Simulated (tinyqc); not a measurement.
Threshold of a short bulk MOSFET: charge sharing, barrier lowering, narrow width: two steps of the calculation.

n-channel device on a p-type body, depletion approximation, full ionisation. Uniform doping N = Na. Vbi from Boltzmann statistics is rough for the degenerate source. Cox = eps0 eox/tox.

Values chosen for this exercise; band and dielectric values close to those of silicon: temperature T = 350 K; band gap Eg = 1.11 eV; relative permittivity eps_r = 11.8; conduction-band density of states at T Nc = 3.52e19 cm^-3; valence-band density of states at T Nv = 3.28e19 cm^-3; relative permittivity of the gate insulator (close to silicon dioxide) eox = 3.9; insulator thickness tox = 5.4 nm; channel doping Na = 9.4e17 cm^-3; source and drain doping Nsd = 1e20 cm^-3; flat-band voltage for the doping Na Vfb = -0.81 V; junction depth xj = 140 nm; body-source voltage Vbs = 0 V; drain-source voltage Vds = 1.2 V; gate width W = 190 nm; shape factor of the fringing depletion at the width edges xw = 1.5708; channel length L = 180 nm.

Constants: q = 1.602176634e-19 C, kB = 1.380649e-23 J/K, Vt = kB T/q, eps0 = 8.8541878128e-14 F/cm where lengths are in cm. Results are converted to the units shown.

Problem 1. Long-channel threshold and scales. ni = sqrt(Nc Nv) exp(-Eg/(2 Vt)), Eg in volts; 2 pB = 2 Vt ln(N/ni); flat band Vfb - Vt ln(N/Na); Wd = sqrt(2 eps0 eps_r (2 pB - Vbs)/(q N)); body term q N Wd/Cox; long-channel VT0 = flat band + 2 pB + body term; Vbi = Vt ln(N Nsd/ni^2); scale length l = sqrt((eps_r/eox) tox Wd).

Wanted: N; 2 pB; flat band; Wd; body term; VT0; Vbi; l.

Solution 1.

N = 9.400e17 cm^-3
2 pB = 0.8936 V
flat band = -0.8100 V
Wd = 35.21 nm
body term = 0.8293 V
VT0 = 0.9129 V
Vbi = 1.034 V
l = 23.99 nm

Problem 2. Short-channel and narrow-width shifts. Charge sharing (trapezoid; it ignores Vds): F = (xj/L)(sqrt(1 + 2 Wd/xj) - 1), lowering = body term times F. Barrier lowering: th = exp(-L/(2 l)) + 2 exp(-L/l), lowering = th [2 (Vbi - 2 pB) + Vds], DIBL = th. Narrow width: rise = body term times xw Wd/W. VT by each model = VT0 - lowering + rise.

2 pB = 0.89359042 V
Wd = 35.211173 nm
body term = 0.82927613 V
VT0 = 0.91286655 V
Vbi = 1.0343516 V
l = 23.985337 nm

Find: F; lowering by charge sharing; th; lowering of the barrier; DIBL; narrow-width rise; VT, charge sharing; VT, barrier lowering.

Solution 2.

F = 0.1758
lowering by charge sharing = 145.8 mV
th = 0.02457
lowering of the barrier = 36.39 mV
DIBL = 24.57 mV/V
narrow-width rise = 241.4 mV
VT, charge sharing = 1.009 V
VT, barrier lowering = 1.118 V

L is 7.50 scale lengths. The charge-sharing lowering is 4.00 times the barrier lowering; the first falls off as 1/L and the second exponentially. Both describe the same loss of gate control, so they are alternatives and are not added.

Program tinyqc, `OMP_NUM_THREADS=1 python tinyqc.py 2002079 2002080 out.jsonl`; Intel Xeon 2.30GHz, shared host, one thread, about 0.01 s.
